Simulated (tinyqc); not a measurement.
What the anneal budget does: two-dimensional dopant profile at a mask edge: lateral junction, overlap and effective channel length. Computed by tinyqc, a small Python program. Command: `OMP_NUM_THREADS=1 python tinyqc.py 3006117 3006118 out.jsonl lateral walk`. One thread of a shared host (Intel(R) Xeon(R) Processor @ 2.30GHz), about 0.01 s of CPU time with the checks.

Ions enter for y < 0; the mask (spacer, then gate) covers y > 0. x is the depth. The surface reflects dopant during the anneal.

Inputs (values chosen for the exercise, modelled on a source-drain extension in silicon):

| quantity | value | unit |
|---|---|---|
| dose Q | 1.3e+14 | 1/cm^2 |
| projected range R_p | 7 | nm |
| vertical straggle | 2.8 | nm |
| lateral straggle | 1.6 | nm |
| anneal budget D t | 1.4e-13 | cm^2 |
| channel doping C_B | 4.6e+17 | 1/cm^3 |
| gate length L_g | 92 | nm |
| offset spacer | 3.5 | nm |

Method:
- Widths s_x^2 = (vertical straggle)^2 + 2 D t, s_y^2 = (lateral straggle)^2 + 2 D t. C(x, y) = V(x) (1/2) erfc(y/(sqrt2 s_y)), V(x) = Q/(sqrt(2 pi) s_x) [exp(-(x - R_p)^2/(2 s_x^2)) + exp(-(x + R_p)^2/(2 s_x^2))]; 1 nm = 1e-7 cm.
- The lateral junction at depth x solves C = C_B: y_j(x) = sqrt2 s_y erfc^-1(2 C_B/V(x)). Overlap under the gate = y_j(0) - spacer; metallurgical channel L_met = L_g - 2 overlap (tails from the two sides are not added).
- x_j solves V(x) = C_B. Budgets are multiples of the given D t (at 0 the mirror term is kept, which overstates V(0) as implanted); those with V(0) not above 2.5 C_B are left out.

Junctions (nm):

| multiple | s_x | s_y | x_j | y_j(0) | y_j/x_j | L_met |
|---|---|---|---|---|---|---|
| 0.0 | 2.800 | 1.600 | 16.698 | 3.051 | 0.18273 | 92.898 |
| 0.1 | 3.262 | 2.315 | 18.153 | 5.057 | 0.27859 | 88.886 |
| 0.3 | 4.030 | 3.311 | 20.527 | 7.963 | 0.38792 | 83.074 |
| 1.0 | 5.987 | 5.528 | 26.377 | 14.143 | 0.53616 | 70.715 |
| 2.0 | 7.990 | 7.652 | 32.141 | 19.607 | 0.61003 | 59.786 |
| 4.0 | 10.947 | 10.703 | 40.361 | 26.916 | 0.66688 | 45.168 |
| 8.0 | 15.226 | 15.052 | 51.897 | 36.608 | 0.70540 | 25.784 |
| 16.0 | 21.350 | 21.226 | 68.014 | 49.387 | 0.72613 | 0.226 |

What follows from these numbers?

The ratio y_j/x_j goes from 0.18 to 0.73: as implanted, x_j includes R_p and y_j only the lateral straggle; after long diffusion both scale roughly with sqrt(D t) as long as V(0) stays far above C_B, and the ratio stays below 1 because the edge starts from half the concentration and an erfc falls faster than the Gaussian. L_met shrinks by 92.7 nm over the rows.
